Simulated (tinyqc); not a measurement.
Convergence with the number of shells: Gupta-type many-body potential for a metal. Computed by tinyqc, a small Python program. Command: `OMP_NUM_THREADS=1 python tinyqc.py 3031403 3031404 out.jsonl gupta sweep`. One thread of a shared host (Intel(R) Xeon(R) Processor @ 2.30GHz), about 0.01 s of CPU time with the checks.

E_i = sum_j A exp(-p (r_ij/r0 - 1)) - xi rho_i^gamma, with rho_i = sum_j exp(-2 q (r_ij/r0 - 1)); gamma = 1/2 is the tight-binding second-moment form. The crystal is fcc unless stated; d is the neighbour distance and a fixed number of shells is kept.

Inputs (values chosen for the exercise, for a model metal):

| quantity | value | unit |
|---|---|---|
| repulsion A | 0.0973 | eV |
| hopping xi | 1.12 | eV |
| decay p | 9.43 | - |
| decay q | 3.61 | - |
| reference distance r0 | 3.501 | angstrom |
| embedding exponent gamma | 0.45 | - |

Constants: 1 eV/angstrom^3 = 160.2176634 GPa.

Method:
- fcc shells: d sqrt(k), k = 1..5, with 12, 6, 24, 12, 24 atoms; Omega = d^3/sqrt2.
- Equilibrium: dE/dd = 0; B = d^2 E''(d)/(9 Omega).
- Repulsion and density of one neighbour in each shell, and their sums.
- Each neighbour j of the vacancy loses one repulsive term and one density term: E_v = sum_shells count x {-repulsion - xi [(rho - density)^gamma - rho^gamma]}. (The removed atom returns to a bulk-like site, so its own energy cancels.)

One run for each value:

| shells kept | cohesive energy E_c (eV) | neighbour distance d (angstrom) | bulk modulus B (GPa) | vacancy energy E_v (eV) |
|---|---|---|---|---|
| 1 | 2.2590 | 3.4947 | 40.678 | 0.40062 |
| 2 | 2.2859 | 3.4907 | 41.715 | 0.39757 |
| 3 | 2.2993 | 3.4861 | 42.201 | 0.39341 |
| 4 | 2.3003 | 3.4856 | 42.231 | 0.39290 |
| 5 | 2.3007 | 3.4854 | 42.239 | 0.39264 |

Over the rows, cohesive energy E_c (eV) rises from 2.259 to 2.301 (exponent d ln y / d ln x 0.017 between the first rows and 7.8e-4 between the last); neighbour distance d (angstrom) falls from 3.495 to 3.485; bulk modulus B (GPa) rises from 40.7 to 42.2 (exponent d ln y / d ln x 0.036 between the first rows and 7.9e-4 between the last).
